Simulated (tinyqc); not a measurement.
Mobility of a non-polar semiconductor in the relaxation-time approximation: one step, computed by the program tinyqc. Command: `OMP_NUM_THREADS=1 python tinyqc.py 3015740 3015741 out.jsonl rta walk`. One thread of a shared host (Intel(R) Xeon(R) Processor @ 2.30GHz), about 0.01 s of CPU time with the checks.

Each valley is treated as a sphere of mass m_d for states and rates, with one isotropic relaxation time; the conductivity mass m_c sets the current.

Task: Fermi level and screening. Parabolic band: E = hbar^2 k^2/(2 m), speed v = hbar k/m, states per spin, volume and energy g(E) = m k/(2 pi^2 hbar^2). Here m = m_d. Masses are multiplied by m_0 and all formulas are in SI units. The reduced Fermi level eta = E_F/(k_B T) solves n = 2 Z int g f dE with f = 1/(1 + exp(x - eta)) (Z = 1 unless valleys are given); screening length L_s = sqrt(eps_s eps_0 k_B T/(e^2 dn/deta)), dn/deta = 2 Z int g f (1 - f) dE. Integrals over x = E/(k_B T) use 160 Gauss-Legendre points in u = sqrt(x) from 0 to sqrt(max(eta, 0) + 32).

Inputs (values chosen for the exercise, for a model non-polar semiconductor):
```
quantity,value,unit
equivalent valleys Z,1,-
static permittivity eps_s,13.6,-
carrier density n,8.4e+16,1/cm^3
temperature T,200,K
```

Band: parabolic. Impurity formula: Brooks-Herring. Further scattering: none.

density-of-states mass m_d = 0.16 m_0

Constants: k_B = 8.617333262e-05 eV/K; m_0 = 9.1093837015e-31 kg; e = 1.602176634e-19 C; hbar = 1.054571817e-34 J s; eps_0 = 8.8541878128e-12 F/m; k_B = 1.380649e-23 J/K.

Give: reduced Fermi level eta; screening length L_s.

Result:

reduced Fermi level eta = -2.309

screening length L_s = 12.63 nm

The gas is non-degenerate (eta < -2), and L_s is close to the Debye length.
